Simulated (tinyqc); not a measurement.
Line constants from open and short measurements.

Inverse problem. A uniform line of length len, under a quarter wavelength, has Z_open = Zc coth(gamma len) and Z_short = Zc tanh(gamma len); gamma Zc = r + i w l and gamma/Zc = g + i w c, w = 2 pi f. Find r, l and c.

Parameters, values chosen for the exercise:
- len = 0.53 mm (length)
- f = 6.8 GHz (frequency)

Zin with the far end open = 6.96745-288.25831i ohm
Zin with the far end shorted = 3.5129015+7.0069102i ohm

Solution. The product of the two impedances is Zc^2 and their ratio tanh^2(gamma len); the principal branch holds below a quarter wavelength.

r = 6.52 ohm/mm
l = 0.308 nH/mm
c = 152 pF/m

Program tinyqc, `OMP_NUM_THREADS=1 python tinyqc.py 2810184 2810185 out.jsonl`; Intel Xeon 2.30GHz, shared host, one thread, about 0.01 s.
